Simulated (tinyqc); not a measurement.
Inside a calculation. Model: thermal displacements in the Debye model: Debye-Waller factors, bond-length spread and the Lindemann rule. Computed by tinyqc, a small Python program that keeps every step. Command: `OMP_NUM_THREADS=1 python tinyqc.py 3011189 3011190 out.jsonl debyewaller walk`. One thread of a shared host (Intel(R) Xeon(R) Processor @ 2.30GHz), about 0.01 s of CPU time with the checks. Intermediate numbers are printed to about 5 digits and carried at full precision; extremes and crossings named in words are read from the listed rows.

A Debye spectrum with three branches of one velocity, cut at k_B Theta; 4 atoms per cube, nearest neighbours at d = 0.707107 a.

Inputs (values chosen for the exercise, modelled on copper):
```
quantity,value,unit
atomic mass M,63.55,u
Debye temperature Theta,303,K
lattice constant a,3.615,angstrom
temperature T,300,K
Lindemann ratio x_L,0.12,-
gamma-ray energy E,35.5,keV
photoelectron wave number k,9.7,1/angstrom
```

Structure: fcc.

reflection (h k l): [3, 1, 1]

Constants: hbar^2/u = 4.18015928e-03 eV angstrom^2; k_B = 8.617333262e-05 eV/K; e = 1.602176634e-19 C; u = 1.6605390666e-27 kg; c = 299792458 m/s; hbar = 6.582119569e-16 eV s.

## Mean-square displacement

<u_x^2> = (3 hbar^2/(2 M k_B Theta)) int_0^1 s coth(s Theta/(2T)) ds (64 Gauss-Legendre points); it tends to 3 hbar^2/(4 M k_B Theta) at T = 0 and to 3 hbar^2 T/(M k_B Theta^2) at high T. B = 8 pi^2 <u_x^2>.

<u_x^2> = 0.0076927 angstrom^2

zero-point value = 0.0018894 angstrom^2

classical value = 0.0074828 angstrom^2

B factor = 0.60739 angstrom^2

The zero-point value is 24.6 % and the classical value 97.3 % of the full result; the two are limits, not parts that add.

## Loss of Bragg intensity

G = 2 pi sqrt(h^2 + k^2 + l^2)/a; the intensity is multiplied by exp(-2W), 2W = G^2 <u_x^2>; the loss goes into thermal diffuse scattering.

|G| = 5.7646 1/angstrom

2W = 0.25563

intensity factor exp(-2W) = 0.77443

## Recoil-free fraction

A nucleus of this mass is supposed to emit a gamma ray of the energy chosen: recoil energy E_R = E^2/(2 M c^2), wave number k_g = E/(hbar c), recoil-free fraction f = exp(-k_g^2 <u_x^2>).

recoil energy = 10.645 meV

k_g = 17.990 1/angstrom

recoil-free fraction f = 0.082928

E_R is 0.41 k_B Theta.

## Spread of the bond length

Correlated Debye model: sigma^2 = (3 hbar^2/(M k_B Theta)) int_0^1 s coth(s Theta/(2T)) [1 - sin(s q_D R)/(s q_D R)] ds for two atoms at distance R, q_D = (6 pi^2 n)^(1/3), n atoms per volume; uncorrelated motion would give 2 <u_x^2>. An EXAFS amplitude is damped by exp(-2 k^2 sigma^2).

sigma^2 of the nearest bond = 0.0096265 angstrom^2

correlation 1 - sigma^2/(2 <u_x^2>) = 0.37431

EXAFS damping = 0.16341

Neighbours move partly together, which removes 37 % of the uncorrelated spread.

## Lindemann melting temperature

Melting is placed where sqrt(3 <u_x^2>) = x_L d; the classical form gives T_m = M k_B Theta^2 (x_L d)^2/(9 hbar^2).

Lindemann T_m = 1255.4 K

classical T_m = 1257.4 K

ratio sqrt(3 <u_x^2>)/d at T = 0.059430

The rule is empirical: x_L is fitted within a family of like crystals, and T_m goes as its square.

## Displacements against temperature

The correlation is 1 - sigma^2/(2 <u_x^2>); exp(-2W) uses 2W = G^2 <u_x^2>.

Displacements (angstrom^2):
```
T (K),<u_x^2>,classical,sigma^2 at d,sigma^2 at 2d,exp(-2W)
9.1,0.0019006,2.2698e-04,0.0032536,0.0036040,0.93880
30,0.0020112,7.4828e-04,0.0032788,0.0036744,0.93535
61,0.0023805,0.0015215,0.0035257,0.0041372,0.92394
110,0.0032830,0.0027437,0.0044298,0.0054970,0.89664
170,0.0046031,0.0042402,0.0059319,0.0075831,0.85816
240,0.0062471,0.0059862,0.0078833,0.010219,0.81254
360,0.0091548,0.0089793,0.011402,0.014911,0.73770
550,0.013834,0.013718,0.017120,0.022485,0.63147
670,0.016806,0.016711,0.020766,0.027302,0.57208
```

The classical line is within 5 % from T = 240 K (T/Theta = 0.79) on. The correlation of nearest neighbours grows from 0.14 to 0.38, since thermal motion weights long waves, which move neighbours together, more than zero-point motion does; at 2d it ends at 0.19. The reflection keeps 94 % of its intensity at the lowest T and 57 % at the highest.

Checks made by the program: high-temperature series <u^2> = classical x (1 + (Theta/T)^2/36) at T = 5 Theta (relative difference 4e-07).
